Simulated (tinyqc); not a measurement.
Phase space against the mass ratio: three-phonon processes in a diatomic chain: dispersion, energy and momentum conservation, and decay channels of optical phonons. Computed by tinyqc, a small Python program. Command: `OMP_NUM_THREADS=1 python tinyqc.py 3120004 3120005 out.jsonl threeph walk`. One thread of a shared host (Intel(R) Xeon(R) Processor @ 2.30GHz), about 0.04 s of CPU time with the checks.

Cell length a, two atoms, one spring constant. x = q a/pi runs from -1 to 1; A and O are the acoustic and optical branches. Matrix elements are not computed: only conservation laws and occupation factors are followed.

Inputs (values chosen for the exercise, for a model chain): light mass m = 10.8 u; spring constant k = 11 eV/angstrom^2; temperature T = 100 K.

Constants: nu for 1 eV/(angstrom^2 u) = 15.6333042 THz; h x 1 THz = 4.135667696 meV; k_B = 8.617333262e-05 eV/K.

Method:
- omega^2 = k (1/m + 1/M) -/+ k sqrt((1/m + 1/M)^2 - 4 sin^2(pi x/2)/(m M)); nu = 15.6333042 THz x sqrt(omega^2) for eV/(angstrom^2 u).
- Processes for O(x): decay O -> A + A and O -> O + A with x = x' + x'' (mod 2), and absorption O + A -> O with x + x' = x'' (mod 2). Roots of the energy mismatch in x' are bracketed on 4001 points from -1 to 1 and refined. A process is umklapp (U) if the sum of wave numbers leaves (-1, 1]. Weight = occupation factor/|d mismatch/dx'|, the factor being 1 + n' + n'' for decay and n' - n'' for absorption. Pairs that differ only by exchanging two acoustic products count once, and the trivial root x' = 0 is left out.
- Total weight summed over channels and averaged over x = 0.05, 0.15, ..., 0.95, with m and k fixed; share of those x with an open channel.

Optical phonons:
```
M/m  weight, A + A (1/THz)  weight, with O (1/THz)  share open
1.1                0.03518                       0         1.0
1.5                0.10123                       0         1.0
2.0                0.06407                       0         0.8
2.5                0.03851                       0         0.5
2.9                0.03002                       0         0.2
3.3                0.00000                       0         0.0
3.7                0.00000                       0         0.0
4.2                0.00000                       0         0.0
6.0                0.00000                       0         0.0
```

What follows from these numbers?

The A + A channel closes between M/m = 2.9 and 3.3 on this grid: energy conservation alone would allow it up to M/m = 4, where the optical bottom passes twice the acoustic top, but momentum must be conserved too. No channel with a second optical phonon opens at any ratio. A large gap that shuts such channels is one reason why crystals with very unequal masses can conduct heat well.
